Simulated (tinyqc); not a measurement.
# Changing the surface concentration C_s

Model: concentration-dependent dopant diffusion with charged defects and the built-in field. Computed by tinyqc, a small Python program. Command: `OMP_NUM_THREADS=1 python tinyqc.py 3031179 3031180 out.jsonl extrinsic sweep`. One thread of a shared host (Intel(R) Xeon(R) Processor @ 2.30GHz), about 0.9 s of CPU time with the checks.

A constant source C_s feeds a half space. The dopant moves through neutral point defects and through charged ones, whose number grows with the majority carrier density n.

Inputs (values chosen for the exercise, modelled on arsenic in silicon):

| quantity | value | unit |
|---|---|---|
| neutral prefactor D0x | 0.00967 | cm^2/s |
| neutral activation energy E0 | 3.45 | eV |
| singly charged prefactor D01 | 29.9 | cm^2/s |
| activation energy E1 | 4.14 | eV |
| junction level C_B | 1e+16 | 1/cm^3 |
| temperature T | 1125 | C |
| time t | 6500 | s |

Field enhancement: off.

Constants: k_B = 8.617333262e-05 eV/K.

Method:
- n_i = 3.87e16 T^1.5 exp(-7014/T) per cm^3 (T in kelvin, an empirical form); each D = prefactor x exp(-E/(k_B T)); the intrinsic diffusivity D_i is their sum.
- Temperatures in kelvin are T(C) + 273.15.
- n = C/2 + sqrt(C^2/4 + n_i^2); D(C) = h [Dx + D1 (n/n_i)], h = 1.
- With y = x/sqrt(D_s t), u = C/C_s and q = -(D/D_s) du/dy: du/dy = -q D_s/D, dq/dy = -(y/2) q D_s/D, u(0) = 1. The surface flux q(0) is shot so that u tends to 0 (LSODA, an adaptive multistep solver, relative tolerance 1e-10). Dose Q = 2 q(0) C_s sqrt(D_s t).
- The junction lies where C = C_B.

One run for each value:

| surface concentration C_s (1/cm^3) | enhancement D_s/D_i | junction depth x_j (nm) | dose Q (1/cm^2) | junction in units of sqrt(D_s t) |
|---|---|---|---|---|
| 5.00e+17 | 1.017 | 526.6 | 9.0592e+12 | 3.2693 |
| 1.50e+18 | 1.052 | 615.9 | 2.7474e+13 | 3.7593 |
| 4.60e+18 | 1.169 | 701.2 | 8.7156e+13 | 4.0603 |
| 1.40e+19 | 1.591 | 790.5 | 2.9383e+14 | 3.9236 |
| 4.30e+19 | 3.268 | 913.4 | 1.1828e+15 | 3.1638 |
| 1.30e+20 | 9.003 | 1136.5 | 5.6261e+15 | 2.3716 |
| 4.00e+20 | 27.260 | 1600.3 | 2.9701e+16 | 1.9192 |

Describe and explain the trends.

Over the rows, enhancement D_s/D_i rises from 1.02 to 27.3 (exponent d ln y / d ln x 0.031 between the first rows and 0.99 between the last); junction depth x_j (nm) rises from 527 to 1600 (exponent d ln y / d ln x 0.14 between the first rows and 0.30 between the last); dose Q (1/cm^2) rises from 9.06e12 to 2.97e16 (exponent d ln y / d ln x 1.0 between the first rows and 1.5 between the last). At the high end the exponent of enhancement D_s/D_i is 0.99, close to 1: singly charged defects follow n. At the low end the exponent of enhancement D_s/D_i is 0.03, close to 0: the intrinsic regime. At the low end the exponent of dose Q is 1.01, close to 1: the intrinsic, linear regime. At the high end the exponent of dose Q is 1.48, close to 1.5: D proportional to C: Q scales as C_s sqrt(C_s). In units of sqrt(D_s t), D_s = D(C_s), the junction is deepest, 4.06, at C_s = 4.6e18 among these rows and ends at 1.92: a larger C_s/C_B pushes it out along the tail, while the tail diffuses with D_i, ever further below D_s.

Caution (rows 1.40e19, 4.30e19, 1.30e20, 4.00e20): the built-in field is switched off although C_s exceeds n_i; with it D_s would be larger by the factor 1 + C_s/sqrt(C_s^2 + 4 n_i^2). Caution (rows 4.30e19, 1.30e20, 4.00e20): at such concentrations dopants can cluster or exceed their solubility; the active fraction and the diffusivity then fall below the model.
